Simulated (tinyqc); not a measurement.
Permittivity and interface capacitance from two thicknesses.

Inverse problem. 1/C = t/(eps0 ek) + 2/ci for planar capacitors that differ only in thickness. Find ek, ci and the EOT of the interfaces, 2 x 3.9 eps0/ci.

Constants: eps0 = 8.8541878128e-14 F/cm where lengths are in cm. Results are converted to the units shown.

C at t = 17 and 52 nm (uF/cm^2): [3.8041771, 1.2500749]

Solution. 1/C is a straight line in t: the slope gives ek and the intercept 2/ci. A single thickness would give only the effective permittivity; when the interfaces are a small part of 1/C, ci needs very accurate data.

ek = 73.60
ci = 1000 uF/cm^2
EOT of the interfaces = 0.006906 nm

Program tinyqc, `OMP_NUM_THREADS=1 python tinyqc.py 2102171 2102172 out.jsonl`; Intel Xeon 2.30GHz, shared host, one thread, about 0.01 s.
